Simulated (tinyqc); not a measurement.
Dopants and charged point defects at anneal temperature: Fermi-level effect, clustering and pairing. Changing the total dopant density N. Computed by tinyqc, a small Python program. Command: `OMP_NUM_THREADS=1 python tinyqc.py 3023629 3023630 out.jsonl pairing sweep`. One thread of a shared host (Intel(R) Xeon(R) Processor @ 2.30GHz), about 0.03 s of CPU time with the checks.

Boltzmann statistics and full ionisation of active dopants. Energies are counted from the valence band; the defect (a vacancy or self-interstitial) has five charge states, with all degeneracy factors one.

Inputs (values chosen for the exercise, for a model semiconductor): gap at 0 K E_g0 = 1.57 eV; Varshni alpha = 0.000375 eV/K; Varshni beta = 165 K; electron mass m_e = 0.0909 m_0; valleys M_c = 1; hole mass m_h = 0.646 m_0; anneal temperature T = 1110 K; formation enthalpy of the neutral defect H_f = 3.53 eV; formation entropy S_f = 2.9 k_B; site density N_s = 4.6e+22 cm^-3; intrinsic dopant diffusivity D_i = 1e-16 cm^2/s; anneal time t = 10 s; dopant atoms per cluster k = 3; cluster binding energy E_b = 1.96 eV.

Dopant: donor. Second part: clustering of the dopant.

defect levels as fractions of E_g(T): (2+/+), (+/0), (0/-), (-/2-): [0.037, 0.32, 0.36, 0.82]

Constants: m_0 = 9.1093837015e-31 kg; k_B = 1.380649e-23 J/K; h = 6.62607015e-34 J s; k_B = 8.617333262e-05 eV/K.

Method:
- E_g = E_g0 - alpha T^2/(T + beta).
- N_c = 2 M_c (2 pi m_e k_B T/h^2)^(3/2) and N_v = 2 (2 pi m_h k_B T/h^2)^(3/2), masses in units of m_0.
- n_i = sqrt(N_c N_v) exp(-E_g/2 k_B T); E_i = E_g/2 + (k_B T/2) ln(N_v/N_c).
- n = A/2 + sqrt(A^2/4 + n_i^2) for an active density A.
- k ionised dopants and k carriers form one neutral cluster: C = N_s (A/N_s)^k (n/N_b)^k exp(E_b/k_B T), N_b the effective density of states of the majority band, and N = A + k C (60 bisections in ln A between ln N - 90 and ln N).
- chi = n/n_i (for acceptors n_i/p); E_F = E_i + k_B T ln chi; field enhancement h = 1 + A/sqrt(A^2 + 4 n_i^2).
- C_0 = N_s exp(S_f/k_B) exp(-H_f/k_B T). Ratios to the neutral state at E_F = E_i: r_+ = exp((E(+/0) - E_i)/k_B T), r_2+ = r_+ exp((E(2+/+) - E_i)/k_B T), r_- = exp((E_i - E(0/-))/k_B T), r_2- = r_- exp((E_i - E(-/2-))/k_B T); at other E_F state q scales as chi^(-q). The enhancement is sum r_q chi^(-q)/sum r_q. The charge on the defects is left out of neutrality.
- If every charge state of the defect carries the dopant equally well, D = D_i x enhancement x h x (active share A/N, a rough stand-in that overstates the dA/dN which immobile clusters call for), D_i being an input held fixed when T or H_f is moved; diffusion length 2 sqrt(D t).

One run for each value:
```
total dopant density N (cm^-3)  active density A (cm^-3)  enhancement over intrinsic  D/D_i  E_F (eV)  mean charge (e)
1.00e+17                                       1.000e+17                   3.248e+00    5.8     0.847           -1.170
3.00e+17                                       3.000e+17                   1.137e+01   22.4     0.942           -1.372
9.00e+17                                       8.950e+17                   5.777e+01  114.7     1.045           -1.639
3.00e+18                                       2.123e+18                   2.564e+02  362.7     1.128           -1.808
8.00e+18                                       2.851e+18                   4.398e+02  313.4     1.156           -1.850
2.00e+19                                       3.463e+18                   6.315e+02  218.7     1.175           -1.873
7.00e+19                                       4.358e+18                   9.738e+02  121.2     1.197           -1.896
2.00e+20                                       5.224e+18                   1.375e+03   71.8     1.214           -1.912
7.00e+20                                       6.455e+18                   2.065e+03   38.1     1.234           -1.927
2.00e+21                                       7.697e+18                   2.901e+03   22.3     1.251           -1.938
```

What does the table show, and why?

Over the rows, active density A (cm^-3) rises from 1.00e17 to 7.70e18 (exponent d ln y / d ln x 1.00 between the first rows and 0.17 between the last); enhancement over intrinsic rises from 3.25 to 2900 (exponent d ln y / d ln x 1.1 between the first rows and 0.32 between the last); D/D_i goes from 5.82 through a maximum among these rows, 363 at 3.00e18, to 22.3. At the low end the exponent of active density A is 1.00, close to 1: no clustering. Once clusters hold most of the dopant and A exceeds n_i, the exponent of A tends to 1/(2k) = 0.167; between the last rows it is 0.168.

Caution (rows 3.00e18, 8.00e18): so large an enhancement assumes that highly charged defects carry the dopant as well as neutral ones; measured enhancements are far smaller. Caution (rows 2.00e20, 7.00e20, 2.00e21): the carrier density exceeds the effective density of states, where Boltzmann statistics understate the shift of E_F and so the density of charged defects (gap narrowing, also left out, works the other way).

Extremes, crossings and ranges named in words are read from the listed rows.
